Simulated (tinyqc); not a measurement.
What moves the results: heavy doping: gap narrowing, degeneracy and the minority density. A value that a table varies takes the place of the one given here.

F_j(eta) = (1/Gamma(j + 1)) integral_0^infinity x^j dx/(1 + exp(x - eta)), which tends to exp(eta) for eta << 0.

Empirical narrowing (Slotboom form, constants chosen for the exercise; published fits of this form give the apparent narrowing, here it is taken as the true one): dEg = E0 [ln(N/N0) + sqrt(ln(N/N0)^2 + C)].

Majority: N = Nc F_1/2(eta), eta the distance of EF beyond the majority band edge in kT. Degeneracy factor gam = F_1/2(eta)/exp(eta). ni0^2 = Nc Nv exp(-Eg/kT); product n p = ni0^2 gam exp(dEg/kT), dEg the true narrowing; apparent narrowing dEa = dEg + kT ln gam; minority density = n p/N.

Bipolar transistor with N as emitter doping: beta = K (N/NB) exp((dEa_B + dG - dEa_E)/kT), dEa_E = dEg(N) + kT ln gam, dEa_B = dEg(NB). For the sweep in T, Nc is scaled as (T/T0)^(3/2) from its value at T0 = T.

Constants: kB = 8.617333262e-05 eV/K.

Inputs chosen for the exercise (gap and densities of states near those of Si at this temperature; narrowing constants near the fits for Si; not measured data): Eg = 1.084 eV (gap); Nc = 5.02e+19 1/cm^3 (conduction-band density of states); Nv = 2.11e+19 1/cm^3 (valence-band density of states); T = 450 K; E0 = 6.25 meV (narrowing scale); N0 = 1e+17 1/cm^3 (onset density); C = 0.5 (smoothing constant); N = 3.3e+18 1/cm^3 (ionised donors, equal to the majority density); NB = 1e+18 1/cm^3 (base doping); K = 1.1 (ratio (D_B W_E)/(D_E W_B)); dG = 0 meV (extra narrowing of the base by alloying).

## Narrowing against degeneracy

N takes the values listed; the last column is N over the factor gam exp(dEg/kT), the doping that a simple model would need to give the same minority density.

Results:
```
N (1/cm^3)    eta      gam  dEg (meV)  dEa (meV)  minority (1/cm^3)  effective doping (1/cm^3)
2.0e+17     -5.52    0.999       10.5       10.5           5.02e+09                   1.53e+17
5.0e+17     -4.61    0.996       21.0       20.9           2.63e+09                   2.92e+17
2.0e+18     -3.21    0.986       38.0       37.4           1.01e+09                   7.62e+17
5.0e+18     -2.27    0.965       49.3       47.9           5.28e+08                   1.45e+18
2.0e+19     -0.78    0.869       66.5       61.1           1.85e+08                   4.14e+18
5.0e+19      0.34    0.707       77.9       64.5           8.09e+07                   9.48e+18
2.0e+20      2.72    0.262       95.2       43.3           1.17e+07                   6.54e+19
4.0e+20      4.64   0.0771      103.9        4.5           2.15e+06                   3.56e+20
1.0e+21      8.79  0.00303      115.3     -109.5           4.55e+04                   1.69e+22
```

dEg grows steadily to 115.3 meV, while the apparent value peaks at 64.5 meV for N = 5e+19 and falls to -109.5 meV as the Fermi level enters the band (a negative value is not met in measurements: parabolic bands with a fixed mass overstate the filling). N grows by a factor 25 from the third to the sixth row and the effective doping by 12.4.

## Current gain against temperature

Gain:
```
T (K)  beta  beta with dG = 0  without narrowing
150    1.31              1.31               3.63
200    1.67              1.67               3.63
250    1.94              1.94               3.63
300    2.14              2.14               3.63
350    2.31              2.31               3.63
400    2.44              2.44               3.63
450    2.54              2.54               3.63
```

dEa_B + dG - dEa_E at T0 = -13.8 meV

beta is 1.31 at 150 K and 2.54 at 450 K, since the net exponent is negative: the emitter has the larger apparent narrowing. At 300 K narrowing and degeneracy change the gain by a factor 0.591.

## What moves the minority density and the gain

All results formed anew. Each row changes one parameter from the base and keeps the others.

Results:
```
case                  dEg (meV)  dEa (meV)  minority (1/cm^3)  beta
base                      44.15      43.25           7.09e+08  2.54
N = 6.6e+18 1/cm^3        52.74      50.94           4.32e+08  4.17
E0 = 7.5 meV              52.98      52.08           8.90e+08  2.36
N0 = 2e+17 1/cm^3         35.59      34.69           5.68e+08  2.55
Eg = 1.104 eV             44.15      43.25           4.23e+08  2.54
Nc = 6.53e+19 1/cm^3      44.15      43.46           9.27e+08  2.53
NB = 2e+18 1/cm^3         44.15      43.25           7.09e+08  1.58
```

The largest shifts from the base row, up to three for each result and ties (the steps differ in size, so this ranks the rows, not the parameters). dEg (meV): E0 +8.83, N +8.59, N0 -8.56; unchanged at the printed digits by Eg, Nc and NB. dEa (meV): E0 +8.83, N0 -8.56, N +7.69; unchanged at the printed digits by Eg and NB. minority (1/cm^3): Eg -2.86e+08, N -2.77e+08, Nc +2.18e+08; unchanged at the printed digits by NB. beta: N +1.63, NB -0.959, E0 -0.186; unchanged at the printed digits by Eg.

Program tinyqc; command `OMP_NUM_THREADS=1 python tinyqc.py 1682660 1682661 out.jsonl`; about 0.01 s on one thread of a shared Intel(R) Xeon(R) Processor @ 2.30GHz.
